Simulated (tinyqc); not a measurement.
Two-band k.p model of the X valleys of a zinc-blende crystal: one step. Dispersion along the axis. Two cases, with inputs chosen for the exercise.

Task: Nine points; energies of the lower band from its minimum, against a parabola about the minimum with the mass there.

k along the valley axis, counted from X, c = hbar^2/2m0, e = c k^2/ml. H = [[e - D/2, i P k], [-i P k, e + D/2]] with P^2 = D0 c/ml, so E = e -/+ sqrt(D^2/4 + D0 e). For D = 0 (diamond lattice) the bands cross at X.

With x = D/D0: for x < 1 the minima lie at k_m = sqrt(ml D0 (1 - x^2)/(4 c)), the hump at X has the height dE = (D0/4)(1 - x)^2 and the mass at the minimum is ml/(1 - x^2); the mass at X is ml/(1 - 1/x), negative for x < 1. For x > 1 the minimum is at X.

Constants: hbar^2/2m0 = 3.80998211 eV angstrom^2.

Give: a table of k (1/angstrom), lower band (meV), parabola (meV), gap to the upper band (eV).

Case 1.

Values chosen (of the order of those of cubic SiC; not measured data): D = 2.903 eV (splitting of the two conduction levels at X); D0 = 1.016 eV (coupling energy); ml = 0.458 m0 (mass along the axis from remote bands); kmax = 0.12 1/angstrom (end of the path).

Result:

Results:
```
k (1/angstrom)  lower band (meV)  parabola (meV)  gap to the upper band (eV)
0.0000                      0.00            0.00                      2.9030
0.0150                      1.22            1.22                      2.9043
0.0300                      4.87            4.87                      2.9082
0.0450                     10.96           10.95                      2.9148
0.0600                     19.50           19.47                      2.9239
0.0750                     30.51           30.42                      2.9356
0.0900                     43.99           43.80                      2.9498
0.1050                     59.96           59.62                      2.9665
0.1200                     78.45           77.87                      2.9857
```

At kmax the band lies at 78.5 meV and the parabola at 77.9 meV: far from X the curvature returns to 1/ml, so the band is steeper than the parabola of the minimum.

Case 2.

Values chosen (of the order of those of cubic SiC; not measured data): D = 2.927 eV (splitting of the two conduction levels at X); D0 = 1.198 eV (coupling energy); ml = 0.462 m0 (mass along the axis from remote bands); kmax = 0.12 1/angstrom (end of the path).

Result:

Results:
```
k (1/angstrom)  lower band (meV)  parabola (meV)  gap to the upper band (eV)
0.0000                      0.00            0.00                      2.9270
0.0150                      1.10            1.10                      2.9285
0.0300                      4.39            4.38                      2.9331
0.0450                      9.88            9.86                      2.9406
0.0600                     17.59           17.54                      2.9512
0.0750                     27.52           27.40                      2.9647
0.0900                     39.71           39.46                      2.9812
0.1050                     54.17           53.71                      3.0005
0.1200                     70.93           70.15                      3.0226
```

At kmax the band lies at 70.9 meV and the parabola at 70.1 meV: far from X the curvature returns to 1/ml, so the band is steeper than the parabola of the minimum.

Computed by tinyqc, one run a case: `OMP_NUM_THREADS=1 python tinyqc.py N N+1 out.jsonl` with N = 1880797, 1881022; one thread of a shared Intel(R) Xeon(R) Processor @ 2.30GHz, about 0.01 s a run at most.
